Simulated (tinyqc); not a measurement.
# Yield against design margin

Cells fail independently with probability Q(k) = erfc(k/sqrt(2))/2 when the margin is k standard deviations, and Y = exp(-Nb Q(k)). phi = exp(-k^2/2)/sqrt(2 pi).  k = margin/s(dVT). With one spare that repairs any one cell, Y1 = exp(-x)(1 + x), x = Nb Q(k).

Values chosen for this exercise: number of cells Nb = 1048576.

s(dVT) = 47.1 mV

Yield against design margin:
```
M (mV),k,Q(k),expected failures x,Y,Y1
208,4.416,5.024e-6,5.268,0.005153,0.03230
224,4.756,9.881e-7,1.036,0.3548,0.7225
234,4.968,3.380e-7,0.3544,0.7016,0.9502
244,5.180,1.107e-7,0.1160,0.8904,0.9938
260,5.520,1.693e-8,0.01776,0.9824,0.9998
276,5.860,2.316e-9,0.002429,0.9976,1.000
291,6.178,3.239e-10,3.396e-4,0.9997,1.000
312,6.624,1.746e-11,1.830e-5,1.000,1.000
```

What does the comparison show?

Over a change of the margin from 208 to 312 mV, k goes from 4.42 to 6.62, the expected failures fall by 5.5 decades and the yield goes from 0.00515 to 1.000. The spare helps most at M = 224 mV among the rows, where it lifts the yield from 0.355 to 0.722.

Numbers from tinyqc (`OMP_NUM_THREADS=1 python tinyqc.py 2090028 2090029 out.jsonl`; about 0.01 s on one thread of a shared Intel Xeon 2.30GHz).
